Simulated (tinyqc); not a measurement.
The basis set: RHF and MP2 along a ladder of basis sets, for BeH2, spin multiplicity 1. Computed by the program tinyqc with PySCF. Same geometry throughout; the dipole is taken about the origin.

Geometry (angstrom):

| atom | x | y | z |
|---|---|---|---|
| Be | 0.0000 | 0.0000 | 0.0000 |
| H | 0.0000 | 1.2390 | 0.0000 |
| H | 0.0000 | -1.2390 | 0.0000 |

RHF and frozen-core MP2 in a ladder of bases:

| basis | functions | E(RHF) (hartree) | E(MP2 corr) (hartree) | HOMO (eV) | LUMO (eV) | dipole (debye) |
|---|---|---|---|---|---|---|
| sto-3g | 7 | -15.55896 | -0.02099 | -11.991 | 5.688 | 0.000 |
| 3-21g | 13 | -15.66701 | -0.02748 | -12.544 | 2.311 | 0.000 |
| 6-31g | 13 | -15.75328 | -0.02761 | -12.521 | 2.528 | 0.000 |
| cc-pvdz | 24 | -15.76063 | -0.05109 | -12.495 | 1.985 | 0.000 |
| cc-pvtz | 58 | -15.76563 | -0.06103 | -12.561 | 1.691 | 0.000 |

Estimate the missing row, basis = 6-31g**.

Computed row:
```
basis    functions  E(RHF) (hartree)  E(MP2 corr) (hartree)  HOMO (eV)  LUMO (eV)  dipole (debye)
6-31g**         24         -15.76067               -0.04937    -12.454      2.567           0.000
```

From cc-pVDZ to cc-pVTZ the RHF energy falls by 5.0 mhartree and the correlation energy by 9.9. If valence correlation converges as X^-3, (27 E(T) - 8 E(D))/19 gives -0.0652 hartree, a rough estimate from such small X that usually falls short; STO-3G holds about 32 % of it. Beyond STO-3G the LUMO moves by 0.9 eV and the HOMO by 0.1 eV.
